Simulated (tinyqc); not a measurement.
From one set of inputs to another, one input at a time: shallow acceptor in the spherical model (Baldereschi-Lipari), strong spin-orbit limit. Computed by tinyqc, a small Python program. Command: `OMP_NUM_THREADS=1 python tinyqc.py 3014239 3014240 out.jsonl acceptor ladder`. One thread of a shared host (Intel(R) Xeon(R) Processor @ 2.30GHz), about 0.02 s of CPU time with the checks.

The 1S(3/2) state has an s envelope f(r) and a d envelope g(r). In effective units they obey -(f'' + 2f'/r + 2f/r) + mu (g'' + 5g'/r + 3g/r^2) = E f and -(g'' + 2g'/r - 6g/r^2 + 2g/r) + mu (f'' - f'/r) = E g. The cubic term, the split-off band and the central cell are left out.

The inputs printed are set A. Set A is modelled on CdTe; the values taken over come from a set modelled on InP. Inputs not listed in the table keep their values of set A, so the rows need not describe a real material.

Inputs (values chosen for the exercise, modelled on CdTe): Luttinger gamma_1 = 4.17; Luttinger gamma_2 = 1.11; Luttinger gamma_3 = 1.62; dielectric constant eps = 9.99; spin-orbit gap Delta_so = 924 meV.

Constants: Ry = 13.605693123 eV; a_0 = 0.529177210903 angstrom.

Method:
- Ry* = Ry/(gamma_1 eps^2), a* = a_0 eps gamma_1, mu = (6 gamma_3 + 4 gamma_2)/(5 gamma_1), delta = (gamma_3 - gamma_2)/gamma_1; spherical masses 1/(gamma_1 (1 - mu)) (heavy) and 1/(gamma_1 (1 + mu)) (light).
- Basis: f_i = exp(-zeta_i r), g_i = r exp(-zeta_i r), weight r^2 dr, s = zeta_i + zeta_j. S_ff = 2/s^3, H_ff = zeta_i zeta_j S_ff - 2/s^2; S_gg = 24/s^5, H_gg = 8/s^3 + 24 zeta_i zeta_j/s^5 - 12/s^4; H(f_i, g_j) = mu (6 zeta_i^2/s^4 + 2 zeta_i/s^3); S_fg = 0. Each function is normalised by sqrt(S_ii).
- Large basis: zeta_i = 0.08 x 1.55^(i-1), i = 1..20 in each channel; overlap eigenvalues below 1e-11 are dropped.
- Binding energies are -E Ry*; the mass that fits is E(1S) eps^2/Ry.

Each row keeps all changes above it:
```
input moved              from    to  2S(3/2) binding energy (meV)  d weight of 1S(3/2)  light-hole mass (m_0)
set A                       -     -                        16.742              0.20911                0.14282
Luttinger gamma_2        1.11  1.57                        22.111              0.27227                0.13569
Luttinger gamma_3        1.62  2.14                        56.886              0.40522                0.12509
dielectric constant eps  9.99  12.2                        38.143              0.40522                0.12509
Luttinger gamma_1        4.17  5.01                        12.151              0.26910                0.11320
```

2S(3/2) binding energy goes from 16.7 to 12.2, a factor 0.726 in all. The largest single move comes from Luttinger gamma_1 (a factor 0.319), and Luttinger gamma_3 works against it (a factor 2.57). d weight of 1S(3/2) goes from 0.209 to 0.269, a factor 1.29 in all. The largest single move comes from Luttinger gamma_1 (a factor 0.664), but it runs against the net change; the largest move in the direction of the net change is Luttinger gamma_3 (a factor 1.49). Light-hole mass goes from 0.143 to 0.113, a factor 0.793 in all. The largest single move comes from Luttinger gamma_1 (a factor 0.905). The single moves hold for this order of the switches; the total does not depend on the order.

Caution (rows Luttinger gamma_2, Luttinger gamma_3, dielectric constant eps): the orbit is only a few bond lengths wide, so central-cell terms matter. Caution (rows Luttinger gamma_3): the binding exceeds a fifth of the spin-orbit gap Delta_so, so the split-off band, left out, matters.

Extremes, crossings and ranges named in words are read from the listed rows.
